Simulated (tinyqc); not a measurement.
Radius, Mott density and mass from the binding energy.

Problem. A donor has the isolated binding energy E0 = cc Ry, Ry = (m0 q^3/(8 eps0^2 h^2)) me/eps_r^2 in eV, radius a = q/(8 pi eps0 eps_r E0) and Mott density (0.26/a)^3. Find a, the Mott density and me.

Values chosen for this exercise: relative permittivity eps_r = 11.1; ratio of the true binding energy to the hydrogenic one cc = 1.

Constants: q = 1.602176634e-19 C, eps0 = 8.8541878128e-12 F/m, h = 6.62607015e-34 J s, m0 = 9.1093837015e-31 kg. Results are converted to the units shown.

E0 = 33.017630 meV

Solution. Each follows directly from E0.

a = 1.96 nm
Mott density = 2.32e18 cm^-3
me = 0.299 m0

Program tinyqc, `OMP_NUM_THREADS=1 python tinyqc.py 2330130 2330131 out.jsonl`; Intel Xeon 2.30GHz, shared host, one thread, about 0.01 s.
